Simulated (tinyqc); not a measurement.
Wafer bonding and layer transfer: bond energy, gap closing, particles, bonding of dissimilar wafers and hydrogen blisters: one step, computed by the program tinyqc. Command: `OMP_NUM_THREADS=1 python tinyqc.py 3002394 3002395 out.jsonl bond walk`. One thread of a shared host (Intel(R) Xeon(R) Processor @ 2.30GHz), about 0.01 s of CPU time with the checks.

gamma is the energy per area of each of the two surfaces; plates are isotropic.

Task: Does a shallow gap close? E' = E1/(1 - nu^2), equal wafers of thickness t1 assumed. A gap of radius R closes if h_g < h_c: h_c = R^2/sqrt((2/3) E' t1^3/gamma) for R > 2 t1 (plate bending), h_c = 3.6 sqrt(R gamma/E') for R < 2 t1 (local deformation).

Inputs (values chosen for the exercise, with wafer 1 close to silicon):
```
quantity                    value        unit
Young's modulus E1            158         GPa
Poisson ratio nu             0.24           -
thickness t1                  300  micrometre
thickness t2                 1000  micrometre
crack length L               8.83          mm
radius of a shallow gap R     4.6          mm
half height of the gap h_g     31          nm
```

bond energy gamma = 0.3137000 J/m^2

Give: closable height h_c; h_g/h_c.

Result:

closable height h_c = 6822.2 nm

h_g/h_c = 0.0045440

The gap closes. Caution: the crack is short against the thickness, so root rotation and shear add to the beam formula.
